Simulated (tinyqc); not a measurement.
Exciton in an atomically thin sheet (Rytova-Keldysh potential): sweeps and comparisons. A value that a table varies takes the place of the one given here.

Relative motion in the plane with V(k) = -2 pi q/(k (kap + r0 k)), q = e^2/(4 pi eps0), c = hbar^2/2m0. Normalised Gaussians exp(-a_i r^2): with A = a_i + a_j, S_ij = 2 sqrt(a_i a_j)/A, T_ij = (4c/mu)(a_i a_j/A) S_ij, V_ij = -q S_ij times the integral over k from 0 to infinity of exp(-k^2/4A)/(kap + r0 k).

Converged values use 20 Gaussians with exponents 2^i/b^2, i = -11 to 8, b the larger of a0 kap/(2 mu) and sqrt(a0 r0/mu), a0 = 0.5291772 angstrom; p states use r exp(i theta) exp(-a r^2).

Constants: hbar^2/2m0 = 3.80998211 eV angstrom^2; e^2/(4 pi eps0) = 14.39964547 eV angstrom; Ry = 13.60569312 eV.

Values chosen for the exercise (near those of a MoS2 monolayer; shifted at random, so the results belong to these values and not to a real crystal):
- r0 = 38.5 angstrom (screening length of the sheet)
- kaps = (1, 1.5, 2.45, 3.5, 4.5, 7, 12) (surroundings)
- me = 0.464 m0 (electron mass)
- mh = 0.56 m0 (hole mass)
- kap = 2.45 (mean dielectric constant of the surroundings)
- Eg = 2.191 eV (gap, in these surroundings)

## Dielectric surroundings

mu = 0.253750 m0

Converged 1s and 2s bindings; the hydrogen value is 4 Ry mu/kap^2.

Bindings (meV):
```
kap,1s,2s,2s line - 1s line,hydrogen 1s,1s/2s
1.00,588.5,271.3,317.2,13810,2.17
1.50,465.9,186.0,280.0,6138,2.51
2.45,332.5,107.2,225.3,2301,3.10
3.50,248.3,67.0,181.3,1127,3.71
4.50,196.5,46.5,150.0,682,4.23
7.00,122.2,23.1,99.1,282,5.29
12.0,60.5,9.1,51.4,96,6.66
```

What does this show, and why?

The 1s binding falls by a factor 9.7 where the hydrogen model gives 144; the local exponent d ln E/d ln kap moves from -0.58 to -1.30, towards -2. The ratio 1s/2s climbs from 2.2 to 6.7, towards the hydrogen value 9, as r0/kap shrinks from 38.5 to 3.2 angstrom.

## What each parameter does

1/mu = 1/me + 1/mh; converged values. Eg is held fixed when kap or r0 changes: the shrinking of the gap by stronger screening, which offsets most of the shift of the 1s line, is left out. Each row changes one parameter from the base and keeps the others.

Results:
```
case,1s binding (meV),2s - 1s (meV),2s - 2p (meV),1s line (eV)
base,332.5,225.3,31.6,1.859
me = 0.557 m0,344.6,231.0,33.2,1.846
mh = 0.448 m0,319.0,218.8,29.8,1.872
kap = 3.19,269.0,192.9,23.1,1.922
r0 = 30.8 angstrom,381.1,264.6,34.9,1.810
Eg = 2.3 eV,332.5,225.3,31.6,1.968
```

How do the results move?

The largest shifts from the base row, up to three for each result and ties (the steps differ in size, so this ranks the rows, not the parameters). 1s binding (meV): kap -63.5, r0 +48.6, mh -13.4; unchanged at the printed digits by Eg. 2s - 1s (meV): r0 +39.4, kap -32.4, mh -6.5; unchanged at the printed digits by Eg. 2s - 2p (meV): kap -8.5, r0 +3.3, mh -1.8; unchanged at the printed digits by Eg. 1s line (eV): Eg +0.109, kap +0.063, r0 -0.049.

tinyqc: `OMP_NUM_THREADS=1 python tinyqc.py 1251116 1251117 out.jsonl`; about 0.03 s, one thread, shared Intel(R) Xeon(R) Processor @ 2.30GHz.
